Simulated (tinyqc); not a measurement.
# Gate work function from the charge

Question. For an undoped double gate, Q = 8 eps0 eps_r Vt beta tan(beta)/ts with 0 < beta < pi/2, and at the source (Vg - dphi)/(2 Vt) - ln[(2/ts) sqrt(2 eps0 eps_r Vt/(q ni))] = ln(beta) - ln(cos beta) + 2 r beta tan(beta), r = eps_r tox/(eox ts). Find beta and dphi.

Values chosen for this exercise; material values those of a made-up semiconductor:

| symbol | value | unit | meaning |
|---|---|---|---|
| T | 400 | K | temperature |
| eps_r | 14.9 |  | relative permittivity of the semiconductor |
| eox | 7.25 |  | relative permittivity of the gate insulator |
| tox | 1.6 | nm | insulator thickness |
| ts | 25 | nm | body thickness |
| Vg | 0.74 | V | gate voltage |

Constants: q = 1.602176634e-19 C, kB = 1.380649e-23 J/K, Vt = kB T/q, eps0 = 8.8541878128e-14 F/cm where lengths are in cm. Results are converted to the units shown.

Qs = 1790.0194 nC/cm^2
ni = 7.1660543e12 cm^-3

Answer. beta tan(beta) rises from 0 without bound on the interval, so the charge fixes beta; the second relation is then explicit in dphi. At this charge the surface density passes 0.3 Nc, so the classical Boltzmann model is only formal.

beta = 1.45
dphi = -0.0300 V

Computed by the program tinyqc: `OMP_NUM_THREADS=1 python tinyqc.py 2440089 2440090 out.jsonl`, one thread of a shared Intel Xeon 2.30GHz, about 0.01 s for the whole run.
